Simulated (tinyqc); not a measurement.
The vacancy as the cations move: bond unit of a tetrahedral oxide and its oxygen vacancy in tight binding.

Without the oxygen the two hybrids face each other at distance R and couple by -V2, V2 = 3.22 x 2c/R^2, c = hbar^2/2m0: a bond at eh - V2 with two electrons and an antibond at eh + V2. Levels are measured from eop, the lone-pair level that stands for the top of the valence band.

Constants: hbar^2/2m0 = 3.80998211 eV angstrom^2.

Inputs chosen for the exercise (out of a larger set: near tabulated values for SiO2; not measured data):

| symbol | value | unit | meaning |
|---|---|---|---|
| es | -14.63 | eV | s level of the cation |
| ep | -7.54 | eV | p level of the cation |
| eop | -17.03 | eV | p level of oxygen |

R is varied; eh = (es + 3 ep)/4. The last two columns are the band energies of the bond with two electrons, -2 V2, and with one, -V2.

Against R (eV):

| R (angstrom) | V2 | bond level | antibond level | two electrons | one electron |
|---|---|---|---|---|---|
| 2.20 | 5.069 | 2.648 | 12.787 | -10.139 | -5.069 |
| 2.35 | 4.443 | 3.275 | 12.160 | -8.886 | -4.443 |
| 2.50 | 3.926 | 3.792 | 11.643 | -7.852 | -3.926 |
| 2.70 | 3.366 | 4.352 | 11.083 | -6.731 | -3.366 |
| 3.00 | 2.726 | 4.991 | 10.444 | -5.453 | -2.726 |
| 3.30 | 2.253 | 5.464 | 9.971 | -4.506 | -2.253 |
| 3.70 | 1.792 | 5.925 | 9.510 | -3.585 | -1.792 |
| 4.20 | 1.391 | 6.327 | 9.108 | -2.782 | -1.391 |

The bond level rises from 2.65 eV at 2.2 to 6.33 eV at 4.2 angstrom, towards the lone hybrid at 7.72 eV. Taking one electron away halves the pull between the cations (at 2.5 angstrom from 6.28 to 3.14 eV/angstrom), so the positive vacancy relaxes outward and its level moves up: capture and release of a hole take place at different energies.

Computed by tinyqc, a small Python program: `OMP_NUM_THREADS=1 python tinyqc.py 1482060 1482061 out.jsonl` (the numbers bound the seed that draws the inputs); one thread of a shared host (Intel(R) Xeon(R) Processor @ 2.30GHz), about 0.01 s for the whole set of steps.
